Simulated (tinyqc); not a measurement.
Capacitance of parallel on-chip lines from Laplace's equation on a mesh: one step of the calculation.

Cross-section of an endless row of equal lines between two grounded planes; neighbours are driven in antiphase (+1 V and -1 V), so the plane midway between two lines is at 0 V. By symmetry one quarter is solved: x runs from the centre of a line (column 0, mirror) to that midplane (column 4, 0 V), y from the mid-height of the line (row 0, mirror) to the ground plane (row 5, 0 V). The line fills columns 0 to 2 and rows 0 to 2 at 1 V. Cells beside the line (below row 2) have e2, cells above have e1. Each link between nodes has the conductance g = mean permittivity of the two cells beside it (a cell beyond a mirror counts as 0), and the free nodes obey sum g (V_neighbour - V) = 0.

Problem. Relaxation sweep. One sweep visits the free nodes row by row from row 0, left to right, and replaces V by V + om (weighted mean of the neighbours - V), using new values at once.

Inputs (values chosen for the exercise):
- om = 1.2 (over-relaxation factor)

V after sweep 1 (V):
```
           col 0      col 1      col 2      col 3      col 4
row 0  1.0000000  1.0000000  1.0000000  0.3000000  0.0000000
row 1  1.0000000  1.0000000  1.0000000  0.3900000  0.0000000
row 2  1.0000000  1.0000000  1.0000000  0.3585000  0.0000000
row 3  0.3000000  0.3900000  0.4170000  0.2326500  0.0000000
row 4  0.0900000  0.1440000  0.1683000  0.1202850  0.0000000
row 5  0.0000000  0.0000000  0.0000000  0.0000000  0.0000000
```

gx:
```
       col 0  col 1  col 2  col 3
row 0    0.5    0.5    0.5    0.5
row 1      1      1      1      1
row 2      2      2      2      2
row 3      3      3      3      3
row 4      3      3      3      3
row 5    1.5    1.5    1.5    1.5
```

gy:
```
       col 0  col 1  col 2  col 3  col 4
row 0    0.5      1      1      1    0.5
row 1    0.5      1      1      1    0.5
row 2    1.5      3      3      3    1.5
row 3    1.5      3      3      3    1.5
row 4    1.5      3      3      3    1.5
```

Wanted: V after sweep 2.

Solution.

V after sweep 2 (V):
```
       col 0  col 1  col 2  col 3  col 4
row 0  1.000  1.000  1.000  0.474  0.000
row 1  1.000  1.000  1.000  0.472  0.000
row 2  1.000  1.000  1.000  0.404  0.000
row 3  0.501  0.541  0.499  0.260  0.000
row 4  0.219  0.249  0.227  0.122  0.000
row 5  0.000  0.000  0.000  0.000  0.000
```

Program tinyqc, `OMP_NUM_THREADS=1 python tinyqc.py 2790144 2790145 out.jsonl`; Intel Xeon 2.30GHz, shared host, one thread, about 0.8 s.
